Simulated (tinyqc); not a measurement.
Thickness series: competing polymorphs of an oxide film: bulk, surface, grain-boundary, dopant and field terms. Computed by tinyqc, a small Python program. Command: `OMP_NUM_THREADS=1 python tinyqc.py 3000274 3000275 out.jsonl polymorph walk`. One thread of a shared host (Intel(R) Xeon(R) Processor @ 2.30GHz), about 0.01 s of CPU time with the checks.

Phases: monoclinic m (reference), polar orthorhombic o, tetragonal t. Free energies per formula unit (f.u.); 1 J/m^2 x angstrom^3/nm = 6.241509 meV.

Inputs (values chosen for the exercise, for a model oxide):
```
quantity                                    value          unit
energy of the polar phase o over m           52.7      meV/f.u.
energy of the tetragonal phase t over m       116      meV/f.u.
entropy of o over m                        0.0024  meV/(f.u. K)
entropy of t over m                         0.052  meV/(f.u. K)
surface energy of m                          2.72         J/m^2
surface energy of o                          2.24         J/m^2
surface energy of t                          1.88         J/m^2
grain-boundary energy over surface energy    0.76             -
volume per formula unit Omega                34.9    angstrom^3
grain radius R                                 15            nm
temperature T                                 300             K
dopant content x                              3.5             %
shift of o per % of dopant                   -7.7      meV/f.u.
shift of t per % of dopant                   -9.3      meV/f.u.
width sigma of ln R                          0.48             -
interlayer thickness (SiO2)                   0.6            nm
```

Geometry: columnar grains in a film.

permittivities of m, o, t: 21  30  44

Method:
- Bulk term b = H - T S + (shift) x, zero for m. The undoped bulk turns from m to t at T = H_t/S_t.
- With G = b + gamma Omega A (b the bulk free energy per formula unit, A the area per volume), two phases i, j cross at A_ij = (b_j - b_i)/(Omega (gamma_i - gamma_j)); o has a window only if A_mo < A_ot.
- Area per volume: A = 2/h + f_b/R (two free faces; the side wall 2/R is shared by two grains and carries f_b gamma); G = b + gamma Omega A.
- Grain radii are log-normal by volume with median R and width sigma; the share with A above A* is that with radius below R*, R* = f_b/(A* - 2/h) (all grains if A* <= 2/h), share = (1/2) erfc[-ln(R*/R)/(sqrt 2 sigma)]. Effective permittivity of a layer of thickness h built of such grains, taken in parallel: sum of share x eps; EOT = interlayer + 3.9 h/eps.
- The median radius is held at R.

b (meV/f.u.): m 0.00, o 25.03, t 67.85

A_mo = 0.239389 1/nm

A_ot = 0.546046 1/nm

A_mt = 0.370813 1/nm

Against thickness:
```
h (nm)  A at R (1/nm)  share m  share o  share t     eps  EOT (nm)
3             0.71733  0.00000  0.00000   1.0000  44.000    0.8659
4             0.55067  0.00000  0.42104   0.5790  38.105    1.0094
6             0.38400  0.00000  0.99860   0.0014  30.020    1.3795
8             0.30067  0.00000  0.99988   0.0001  30.002    1.6399
11            0.23248  0.60494  0.39504   0.0000  24.556    2.3470
15            0.18400  0.93809  0.06190   0.0000  21.557    3.3137
22            0.14158  0.98745  0.01254   0.0000  21.113    4.6639
35            0.10781  0.99617  0.00383   0.0000  21.034    7.0893
```

What follows from these numbers?

From 3 to 35 nm the share of t goes from 1.00 to 0.00 and that of m from 0.00 to 1.00; the largest share of o is 1.00. A at the median radius runs from 0.717 down to 0.108 1/nm, against the crossings A_mo = 0.239, A_ot = 0.546 and A_mt = 0.371; the majority phase is t in the thinnest film and m in the thickest.

Extremes, crossings and ranges named in words are read from the listed rows.
